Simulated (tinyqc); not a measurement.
Pariser-Parr-Pople SCF with singles CI, for the molecule C=C1C=CC=C1O (SMILES; centres numbered as the heavy atoms are written), step by step. One step of it, computed by the program tinyqc.

Question. Iteration 1: orbitals and new P. Diagonalise F (the basis is taken as orthonormal) and form P = 2 sum c c over the lowest orbitals; 0.3 of the old P is kept.

F (eV), order 1C, 2C, 3C, 4C, 5C, 6C, 7O:
$$\begin{pmatrix}
-5.537914 & -4.471142 & 0.348474 & 0.364704 & -0.177906 & -0.182229 & 0.995754 \\
-4.471142 & -5.133606 & -3.804870 & 0.125144 & 0.309779 & -3.432223 & -0.191899 \\
0.348474 & -3.804870 & -4.340281 & -4.228125 & 0.691096 & 0.335814 & -0.237813 \\
0.364704 & 0.125144 & -4.228125 & -4.130565 & -4.193727 & 0.126310 & 0.392932 \\
-0.177906 & 0.309779 & 0.691096 & -4.193727 & -5.342421 & -3.855091 & 0.442238 \\
-0.182229 & -3.432223 & 0.335814 & 0.126310 & -3.855091 & -7.041703 & -4.633029 \\
0.995754 & -0.191899 & -0.237813 & 0.392932 & 0.442238 & -4.633029 & -17.362193
\end{pmatrix}$$

pi electrons, sum of z_r less the charge = 8

P at the start, order 1C, 2C, 3C, 4C, 5C, 6C, 7O:
$$\begin{pmatrix}
1.116377 & 0.756073 & -0.183362 & -0.249041 & 0.121491 & 0.095885 & -0.543336 \\
0.756073 & 1.028900 & 0.507031 & -0.061871 & -0.153156 & 0.367493 & 0.090014 \\
-0.183362 & 0.507031 & 1.316418 & 0.665364 & -0.341695 & -0.166028 & 0.148820 \\
-0.249041 & -0.061871 & 0.665364 & 1.036595 & 0.652492 & -0.062448 & -0.245877 \\
0.121491 & -0.153156 & -0.341695 & 0.652492 & 1.315842 & 0.525825 & -0.207444 \\
0.095885 & 0.367493 & -0.166028 & -0.062448 & 0.525825 & 1.030390 & 0.739509 \\
-0.543336 & 0.090014 & 0.148820 & -0.245877 & -0.207444 & 0.739509 & 1.155478
\end{pmatrix}$$

Give: orbital energies; P after iteration 1.

Answer.

orbital energies (eV): [-19.3851, -12.5548, -9.6801, -7.9180, -3.6929, 1.6006, 2.7416]

P after iteration 1, order 1C, 2C, 3C, 4C, 5C, 6C, 7O:
$$\begin{pmatrix}
0.8933 & 0.7886 & -0.0402 & -0.3185 & -0.0870 & 0.2503 & -0.3374 \\
0.7886 & 1.0261 & 0.4869 & -0.0223 & -0.1476 & 0.3375 & 0.0212 \\
-0.0402 & 0.4869 & 1.1925 & 0.7343 & -0.2160 & -0.2952 & 0.1404 \\
-0.3185 & -0.0223 & 0.7343 & 1.0028 & 0.5727 & -0.0362 & -0.1201 \\
-0.0870 & -0.1476 & -0.2160 & 0.5727 & 1.1871 & 0.6810 & -0.2267 \\
0.2503 & 0.3375 & -0.2952 & -0.0362 & 0.6810 & 1.0453 & 0.4533 \\
-0.3374 & 0.0212 & 0.1404 & -0.1201 & -0.2267 & 0.4533 & 1.6529
\end{pmatrix}$$
